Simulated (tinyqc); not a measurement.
Three descriptions against temperature: one anharmonic mode: perturbation theory, self-consistent phonons and exact levels. Computed by tinyqc, a small Python program. Command: `OMP_NUM_THREADS=1 python tinyqc.py 3021099 3021100 out.jsonl scp walk`. One thread of a shared host (Intel(R) Xeon(R) Processor @ 2.30GHz), about 0.04 s of CPU time with the checks.

V(x) = k x^2/2 + b x^4 for one coordinate x of mass M. A constant K > 0 gives hbar Omega = sqrt((hbar^2/u) K/M) with K in eV/angstrom^2 and M in u.

Inputs (values chosen for the exercise, for a model mode): mode mass M = 9.86 u; harmonic constant k = 2.66 eV/angstrom^2; quartic constant b = 4.6 eV/angstrom^4.

Shape: single well.

Constants: hbar^2/u = 4.18015928e-03 eV angstrom^2; k_B = 8.617333262e-05 eV/K.

Method:
- Self-consistent phonon, centred at x = 0: K = k + 12 b <x^2>, <x^2> = (hbar Omega/(2K)) coth(hbar Omega/(2 k_B T)).
- Its free energy is F = k_B T ln[2 sinh(hbar Omega/(2 k_B T))] + (k - K)<x^2>/2 + 3 b <x^2>^2, an upper bound to the exact one.
- Basis: oscillator states n of the constant |k|, with x = s (a + a+), s^2 = hbar Omega/(2|k|); H = hbar Omega (n + 1/2) + (k - |k|) x^2/2 + b x^4, with exact matrix elements of x^2 and x^4.
- Exact values use 120 basis states: F = -k_B T ln sum exp(-E_n/(k_B T)), and <x^2> is the Boltzmann mean.
- The classical <x^2> is int x^2 exp(-V/(k_B T)) dx / int exp(-V/(k_B T)) dx (2001 points over six exact widths each way).

Results; columns: (1) T (K); (2) hbar Omega, self-consistent (meV); (3) <x^2>, self-consistent; (4) <x^2>, exact; (5) F, self-consistent (meV); (6) F, exact (meV); (7) <x^2>, classical:
```
(1)      (2)        (3)        (4)      (5)      (6)         (7)
19    35.596  0.0059551  0.0059614   17.309   17.304  6.0792e-04
47    35.597  0.0059568  0.0059632   17.308   17.304   0.0014781
97    35.649  0.0061158  0.0061242   17.190   17.185   0.0029660
180   35.994  0.0071722  0.0071959   15.683   15.672   0.0052826
310   36.790  0.0096497  0.0097281   9.3437   9.3045   0.0086162
550   38.285   0.014446   0.014697  -11.715  -11.860    0.014103
940   40.382   0.021494   0.022135  -61.924  -62.369    0.021814
1600  43.204   0.031572   0.032992  -173.19  -174.40    0.032822
```

The self-consistent quantum hardens from 35.60 to 43.20 meV, since a wider spread samples the steep quartic walls. Its <x^2> misses by -0.1 % at the lowest T and -4.3 % at the highest; the excess in F runs from 0.004 to 1.211 meV. The classical value is 0.10 of the exact one at the lowest T and 0.995 at the highest.

Extremes, crossings and ranges named in words are read from the listed rows.
